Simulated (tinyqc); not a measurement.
Inside a calculation. Method: UHF in the sto-3g basis, for H4, spin multiplicity 3. This run ends on a higher stationary point, not on the lowest solution. One step of it, computed by the program tinyqc.

Problem. Iteration 1: diagonalisation and new density. Diagonalise F' = X^T F X, C = X C', fill 3 alpha and 1 beta electrons from the bottom; D(s) = C_occ C_occ^T; the new density keeps 0.2 of the old one (damping). Each column has its largest component positive (the first on a tie).

F(alpha) (hartree), lower triangle:
```
           1H 1s      2H 1s      3H 1s      4H 1s
1H 1s  -0.047753
2H 1s  -0.070459  -0.391285
3H 1s   0.033666  -0.116036  -0.426175
4H 1s   0.044737   0.040287  -0.104046  -0.244066
```

F(beta) (hartree), lower triangle:
```
           1H 1s      2H 1s      3H 1s     4H 1s
1H 1s  -0.018233
2H 1s  -0.058861   0.242779
3H 1s   0.036584  -0.059218   0.182317
4H 1s   0.046490  -0.013376  -0.133724  0.010479
```

X, lower triangle:
```
           1H 1s      2H 1s      3H 1s     4H 1s
1H 1s   1.017619
2H 1s  -0.110724   1.031660
3H 1s   0.011507  -0.099411   1.031605
4H 1s  -0.001467   0.011493  -0.110551  1.017565
```

D(alpha) at the start, lower triangle:
```
           1H 1s      2H 1s      3H 1s     4H 1s
1H 1s   0.732113
2H 1s  -0.415142   0.975785
3H 1s  -0.099396  -0.287114   1.029469
4H 1s  -0.334657  -0.160249  -0.367489  0.704813
```

D(beta) at the start, lower triangle:
```
           1H 1s     2H 1s     3H 1s     4H 1s
1H 1s   0.641580
2H 1s  -0.121578  0.023039
3H 1s  -0.190762  0.036149  0.056720
4H 1s  -0.413641  0.078384  0.122989  0.266684
```

overlap S, lower triangle:
```
          1H 1s     2H 1s     3H 1s     4H 1s
1H 1s  1.000000
2H 1s  0.211504  1.000000
3H 1s  0.008465  0.186138  1.000000
4H 1s  0.000113  0.008446  0.211190  1.000000
```

Give: F' = X^T F X; orbital energies; coefficients C; F' = X^T F X; orbital energies; coefficients C; D(alpha) after iteration 1; D(beta) after iteration 1.

Solution.

F' = X^T F X (alpha) (hartree), lower triangle:
```
        1       2       3       4
1  -0.037
2  -0.030  -0.380
3   0.042  -0.052  -0.411
4   0.036   0.050  -0.040  -0.233
```

orbital energies (alpha) (hartree): MO1 -0.451, MO2 -0.381, MO3 -0.204, MO4 -0.026

coefficients C (alpha):
```
          MO1     MO2     MO3     MO4
1H 1s  -0.099   0.084  -0.106   1.010
2H 1s   0.506   0.793   0.402  -0.200
3H 1s   0.789  -0.526  -0.418   0.112
4H 1s  -0.053  -0.371   0.945   0.119
```

F' = X^T F X (beta) (hartree), lower triangle:
```
        1       2       3      4
1  -0.002
2  -0.093   0.286
3   0.051  -0.114   0.240
4   0.042   0.007  -0.164  0.043
```

orbital energies (beta) (hartree): MO1 -0.093, MO2 0.001, MO3 0.227, MO4 0.432

coefficients C (beta):
```
          MO1    MO2     MO3     MO4
1H 1s  -0.590  0.724  -0.314   0.278
2H 1s   0.000  0.263   0.650  -0.772
3H 1s   0.353  0.256   0.518   0.792
4H 1s   0.658  0.429  -0.549  -0.361
```

D(alpha) after iteration 1, lower triangle:
```
        1H 1s   2H 1s   3H 1s  4H 1s
1H 1s   0.169
2H 1s  -0.104   1.032
3H 1s  -0.082  -0.206   1.065
4H 1s  -0.168   0.015  -0.266  0.968
```

D(beta) after iteration 1, lower triangle:
```
        1H 1s  2H 1s  3H 1s  4H 1s
1H 1s   0.406
2H 1s  -0.024  0.005
3H 1s  -0.205  0.007  0.111
4H 1s  -0.393  0.016  0.211  0.400
```
